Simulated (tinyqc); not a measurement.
Junction parameters from two forward currents.

Problem. D(v) = J1 (exp(v/Vt) - 1) + J2 (exp(v/(2 Vt)) - 1). Find J1, J2 and the voltage 2 Vt ln(J2/J1) near which both parts are equal.

Inputs (values chosen for the exercise):

| symbol | value | unit | meaning |
|---|---|---|---|
| T | 300 | K | temperature |

Constants: q = 1.602176634e-19 C, kB = 1.380649e-23 J/K, Vt = kB T/q. Results are converted to the units shown.

junction voltages (V): 0.31  0.66
currents (uA/um): 3.5919106e-6  0.022684609

Answer. The current is linear in J1 and J2, so two points give two equations.

J1 = 1.60e-13 uA/um
J2 = 8.90e-9 uA/um
crossover = 0.565 V

Computed by the program tinyqc: `OMP_NUM_THREADS=1 python tinyqc.py 2182073 2182074 out.jsonl`, one thread of a shared Intel Xeon 2.30GHz, about 0.2 s for the whole run.
